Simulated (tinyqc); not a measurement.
Worked calculation: thermal boundary conductance by the acoustic and diffuse mismatch models. Computed by tinyqc, a small Python program that keeps every step. Command: `OMP_NUM_THREADS=1 python tinyqc.py 3001667 3001668 out.jsonl kapitza walk`. One thread of a shared host (Intel(R) Xeon(R) Processor @ 2.30GHz), about 0.01 s of CPU time with the checks. Intermediate numbers are printed to about 7 digits and carried at full precision; extremes and crossings named in words are read from the listed rows.

Each side has one longitudinal and two transverse Debye branches, omega = v q up to q_D = (6 pi^2 n)^(1/3), with n counting all atoms. Scattering at the interface is elastic. Electrons are left out of G, also for metals. Melting is ignored. G refers to the temperatures of the phonons sent towards the interface. Linear branches over all atoms overstate G at high T, most for crystals with several atoms a cell.

Inputs (values chosen for the exercise, modelled on sapphire (side 1) and aluminium nitride (side 2)):
```
quantity,value,unit
density rho_1,3.89,g/cm^3
longitudinal velocity vL_1,10900,m/s
transverse velocity vT_1,6310,m/s
atom density n_1,120,1/nm^3
conductivity kappa_1,34.9,W/(m K)
density rho_2,3.3,g/cm^3
longitudinal velocity vL_2,11100,m/s
transverse velocity vT_2,6300,m/s
atom density n_2,93,1/nm^3
conductivity kappa_2,302,W/(m K)
temperature T,4.2,K
thickness d_1,1100,nm
thickness d_2,6200,nm
heat flux J,2.5,kW/cm^2
```

Structure: film on a substrate.

Constants: hbar = 1.054571817e-34 J s; k_B = 1.380649e-23 J/K.

## Cut-off frequencies and impedances

omega_c = v q_D for each branch, given as hbar omega_c/k_B; impedance Z = rho v.

Branches:
```
branch,v (m/s),cut-off (K),Z (1e6 kg/(m^2 s))
"L, side 1",10900,1600.652,42.4010
"T, side 1",6310,926.616,24.5459
"L, side 2",11100,1497.248,36.6300
"T, side 2",6300,849.790,20.7900
```

## Acoustic mismatch: transmission of each branch

No mode conversion. t(theta) = 4 Z_1 Z_2 cos(theta_1) cos(theta_2)/N^2, with N = Z_2 cos(theta_1) + Z_1 cos(theta_2) for L (the form for pressure waves) and N = Z_1 cos(theta_1) + Z_2 cos(theta_2) for both T branches (the form for shear waves polarised along the interface); sin(theta_2) = (v_2/v_1) sin(theta_1), and t = 0 beyond the critical angle arcsin(v_1/v_2); the mean over the incoming flux is alpha = 2 int t sin(theta_1) cos(theta_1) d theta_1 (64 Gauss-Legendre points).

Transmission:
```
branch,t at normal incidence,largest angle from side 1 (deg),"alpha, 1 to 2","alpha, 2 to 1"
L,0.9946678,79.10705,0.9578111,0.9932826
T,0.9931365,90.00000,0.9933323,0.9901864
```

For L waves from side 1 the critical cone of 79 degrees bounds the transmission; the mean is 0.96 against 0.99 at normal incidence. For T waves from side 1 no critical angle exists, and the mean 0.99 stays near the normal-incidence 0.99.

## Diffuse mismatch: transmission at low frequency

A phonon forgets its side and branch: alpha(1 to 2) = S_2/(S_1 + S_2), S_i = 1/vL_i^2 + 2/vT_i^2.

S_1 = 5.864774e-08 s^2/m^2

S_2 = 5.850675e-08 s^2/m^2

diffuse alpha, 1 to 2 = 0.4993983

## Boundary conductance

G = (k_B^4 T^3/(8 pi^2 hbar^3)) int W(x) x^4 e^x/(e^x - 1)^2 dx, x = hbar omega/(k_B T). Acoustic mismatch: W = sum over the three branches of alpha(1 to 2)/v_1^2, each up to the lower of its two cut-offs. Diffuse mismatch: W = S_1 S_2/(S_1 + S_2), where S_i sums 1/v^2 over the branches of side i still below their cut-off. Radiation limit: W = min(S_1, S_2). The integral is split at the four cut-offs (64 Gauss-Legendre points a piece, x at most 45). Boundary resistance R = 1/G and Kapitza length kappa_2/G use the diffuse value.

G, acoustic mismatch = 0.04376655 MW/(m^2 K)

G, diffuse mismatch = 0.02211716 MW/(m^2 K)

G, radiation limit = 0.04418115 MW/(m^2 K)

boundary resistance R = 45213.77 m^2 K/GW

Kapitza length in side 2 = 1.365456e+07 nm

The diffuse value is 0.51 times the acoustic one and 50 % of the radiation limit. Diffuse scattering lowers G here: it sends back a share of the phonons that specular transmission lets pass. Caution: kappa_2 is of room-temperature size, so the Kapitza length is only nominal at this T.

## Conductance against temperature

The formulas are those given above.

G (MW/(m^2 K)):
```
T (K),acoustic mismatch,diffuse mismatch,radiation limit
2,0.004725899,0.002388204,0.004770667
5,0.07384217,0.03731569,0.07454167
10,0.5907373,0.2985255,0.5963334
20,4.725899,2.388204,4.770667
40,37.80700,19.10555,38.16515
80,297.7762,150.6192,300.5950
150,1457.887,744.0322,1471.486
300,4074.564,2101.214,4110.827
600,6272.699,3244.240,6326.549
1000,7036.134,3640.796,7095.882
```

All three follow T^3 at the cold end (exponent 3.00 for the diffuse model) and flatten at high T (exponent 0.23 at the hot end); the lowest cut-off is 850 K. The ratio of diffuse to acoustic goes from 0.51 to 0.52. The plateau is set by the frequencies that both sides share.

## Temperature rise through the stack

In series: Delta T = J (d_1/kappa_1 + R + d_2/kappa_2), with bulk conductivities in the layers and one-dimensional flow.

temperature drops (K): film 0.7879656, interface 1130.344, substrate 0.5132450

total rise Delta T = 1131.645 K

interface share of film plus interface = 0.9993034

The interface takes the largest drop, 100 % of the total. Caution: the rise is not small against T, so constant conductivities fail; a rise of thousands of kelvin would destroy the stack. Caution: the conductivities are of room-temperature size; at this T real values can differ much and free paths can be long. Caution: R from emitted-phonon temperatures is too large for use in series with Fourier layers, by up to a factor of about 2.

Checks made by the program: detailed balance alpha_12/v_1^2 = alpha_21/v_2^2 (relative difference below 1e-10); low-temperature limit G = pi^2 k_B^4 T^3 alpha S_1/(30 hbar^3) (relative difference below 1e-10).
